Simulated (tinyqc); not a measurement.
Worked calculation: electromigration in a confined line: Blech product, Korhonen stress evolution and Black's law. Computed by tinyqc, a small Python program that keeps every step. Command: `OMP_NUM_THREADS=1 python tinyqc.py 3018989 3018990 out.jsonl emigr walk`. One thread of a shared host (Intel(R) Xeon(R) Processor @ 2.30GHz), about 0.01 s of CPU time with the checks. Intermediate numbers are printed to about 7 digits and carried at full precision; extremes and crossings named in words are read from the listed rows.

The electron wind pushes atoms from the cathode (x = 0) to the anode (x = L); blocking ends build a back stress (tension positive). The input rho is taken not to change with temperature. d sigma/dt = d/dx [kappa (d sigma/dx + G)], with zero flux at both ends and sigma = 0 at t = 0.

Inputs (values chosen for the exercise, close to those used for copper lines):

| quantity | value | unit |
|---|---|---|
| resistivity rho | 3.09 | micro-ohm cm |
| atomic volume Omega | 11.8 | angstrom^3 |
| effective charge number Z* | 1.6 | - |
| prefactor D0 | 2.6e-08 | m^2/s |
| activation energy E | 0.878 | eV |
| effective modulus B | 20 | GPa |
| critical stress sigma_c | 100 | MPa |
| current density j | 4 | MA/cm^2 |
| line length L | 120 | um |
| test temperature T | 220 | C |
| time as a fraction of L^2/kappa, s | 0.019 | - |
| use temperature T_u | 110 | C |
| use current density j_u | 0.29 | MA/cm^2 |
| current exponent n | 1 | - |

Start: stress-free.

Constants: e = 1.602176634e-19 C; k_B = 8.617333262e-05 eV/K; k_B = 1.380649e-23 J/K.

## Driving force and diffusivities

G = Z* e rho j/Omega; D = D0 exp(-E/(k_B T)); kappa = D B Omega/(k_B T); drift velocity of an unconfined line v = D Z* e rho j/(k_B T). SI: 1 micro-ohm cm = 1e-8 ohm m, 1 MA/cm^2 = 1e10 A/m^2. Temperatures in kelvin are T(C) + 273.15.

stress gradient G = 26.85139 MPa/um

diffusivity D = 2.768189e-17 m^2/s

kappa = 9.595011e-16 m^2/s

drift velocity = 4.637510 nm/h

## Steady state and Blech product

At steady state sigma(x) = G (L/2 - x). A void forms only if the cathode stress reaches sigma_c, that is if j L exceeds (j L)_c = 2 Omega (sigma_c)/(Z* e rho). Time scale tau = L^2/kappa.

steady cathode stress = 1611.084 MPa

j L = 48000 A/cm

critical product (j L)_c = 2979.361 A/cm

tau = 4168.833 h

j L is 16.1 times the critical product: the line can fail. Caution: a steady stress above sigma_c is formal, since a void forms first.

## Series terms at the cathode

sigma(x, t) = G L [1/2 - x/L - 4 sum_(m odd) cos(m pi x/L) exp(-m^2 pi^2 s)/(m pi)^2], s = t/tau, summed to m = 399. The terms at x = 0 are 4 exp(-m^2 pi^2 s)/(m pi)^2; tau = L^2/kappa.

terms for m = 1, 3, 5, 7: 0.3359853  0.008328330  1.492178e-04  8.452889e-07

cathode stress at time s = 501.1640 MPa

time t = 79.20783 h

Caution: the stress exceeds sigma_c: a void would already have formed and relaxed it, so the value is formal.

## Stress along the line

Steady state: G L (1/2 - x/L). Take x/L = 0, 0.1, 0.2, 0.3, 0.4, 0.6, 0.8 and 1.

Stress (MPa):

| x/L | at time s | steady state |
|---|---|---|
| 0.0 | 501.1640 | 1611.084 |
| 0.1 | 243.4806 | 1288.867 |
| 0.2 | 99.5819 | 966.650 |
| 0.3 | 33.6159 | 644.433 |
| 0.4 | 8.9063 | 322.217 |
| 0.6 | -8.9063 | -322.217 |
| 0.8 | -99.5819 | -966.650 |
| 1.0 | -501.1640 | -1611.084 |

Caution: stresses above sigma_c are formal, since a void forms first.

## Finite line against the semi-infinite law

Semi-infinite line: sigma(0, t) = 2 G L sqrt(s/pi). One-term form: keep m = 1 alone.

Cathode stress (MPa):

| s | t (h) | full series | semi-infinite | one term |
|---|---|---|---|---|
| 0.002 | 8.337666e+00 | 162.599 | 162.599 | 330.713 |
| 0.005 | 2.084417e+01 | 257.092 | 257.092 | 368.068 |
| 0.01 | 4.168833e+01 | 363.583 | 363.583 | 427.919 |
| 0.02 | 8.337666e+01 | 514.183 | 514.184 | 539.115 |
| 0.05 | 2.084417e+02 | 812.128 | 812.996 | 813.837 |
| 0.1 | 4.168833e+02 | 1124.346 | 1149.749 | 1124.366 |
| 0.2 | 8.337666e+02 | 1429.680 | 1625.991 | 1429.680 |
| 0.4 | 1.667533e+03 | 1585.885 | 2299.499 | 1585.885 |
| 0.8 | 3.335066e+03 | 1610.597 | 3251.982 | 1610.597 |

Among these rows the semi-infinite law holds to 1 % up to s = 0.05 and the one-term form from s = 0.05 on: the far end is felt once sqrt(kappa t) is no longer small against L, and by then the terms with m > 1 have nearly died out. The critical stress 100 MPa is already passed in the first row. Caution: rows beyond sigma_c are formal, since a void ends the model there.

## Time to nucleate a void

Solve sigma(0, t) = sigma_c for s; the semi-infinite estimate is t = (pi/kappa) ((sigma_c)/(2 G))^2.

nucleation time = 3.153612 h

semi-infinite estimate = 3.153612 h

The two agree: the void nucleates before the far end is felt, so the time scales as 1/j^2 and not with L.

## Extrapolation by Black's law

Median life t50 = A j^(-n) exp(E/(k_B T)); acceleration factor = t50(use)/t50(test) = (j/j_u)^n exp[(E/k_B)(1/T_u - 1/T)].

current factor = 13.79310

temperature factor = 376.7290

acceleration factor = 5196.262

At the use current j_u L exceeds the critical product.

Checks made by the program: series against a 200-cell finite-volume solution (on the scale of G L) (relative difference 1e-06).
